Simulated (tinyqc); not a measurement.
Minority carriers and saturation current of a heavily doped emitter: two steps of the calculation.

n-type, parabolic bands, full ionisation. eta = (EF - Ec)/kB T solves N = Nc F12(eta), F12(x) = (2/sqrt(pi)) int_0^infinity sqrt(u)/(1 + exp(u - x)) du. The gap shrinks rigidly by dEg = a3 y^(1/3) + a4 y^(1/4) + a2 y^(1/2), y = N/1e18 cm^-3, an empirical law that is here taken as the true narrowing.

Parameters, values chosen for the exercise; band and dielectric values close to those of silicon: temperature T = 300 K; band gap Eg = 1.12 eV; conduction-band density of states at 300 K Nc = 2.82e19 cm^-3; valence-band density of states at 300 K Nv = 2.61e19 cm^-3; ionised donor density N = 1e20 cm^-3; coefficient of (N/1e18)^(1/3) a3 = 13.2 meV; coefficient of (N/1e18)^(1/4) a4 = 4.9 meV; coefficient of (N/1e18)^(1/2) a2 = 2.6 meV.

Constants: q = 1.602176634e-19 C, kB = 1.380649e-23 J/K, Vt = kB T/q. Results are converted to the units shown.

Question 1. Fermi level. Newton step on ln F12(eta) = ln(N/Nc): eta(new) = eta - ln(Nc F12/N) F12/Fm, Fm(x) = dF12/dx = (1/sqrt(pi)) int_0^infinity u^(-1/2)/(1 + exp(u - x)) du.

eta at the start (Boltzmann value) = 1.2658

Find: F12; Fm; eta after iteration 1.

Answer 1.

F12 = 1.8644
Fm = 1.1456
eta after iteration 1 = 2.3121

Question 2. Effective intrinsic density. ni = sqrt(Nc Nv) exp(-Eg/(2 Vt)), Eg in volts; degeneracy factor g = F12(eta) exp(-eta); nie^2 = ni^2 exp(dEg/kB T) g, p0 = nie^2/N; apparent narrowing dEg + kB T ln g.

converged eta = 2.4633090

Give: ni; dEg; g; apparent narrowing; nie; p0.

Answer 2.

ni = 1.061e10 cm^-3
dEg = 102.8 meV
g = 0.3020
apparent narrowing = 71.81 meV
nie = 4.256e10 cm^-3
p0 = 18.11 cm^-3

Narrowing multiplies p0 by 53.3 and degeneracy by 0.302.

Range of the model: Band tails, non-parabolic bands and incomplete ionisation are left out.

Computed by the program tinyqc: `OMP_NUM_THREADS=1 python tinyqc.py 2330001 2330002 out.jsonl`, one thread of a shared Intel Xeon 2.30GHz, about 0.01 s for the whole run.
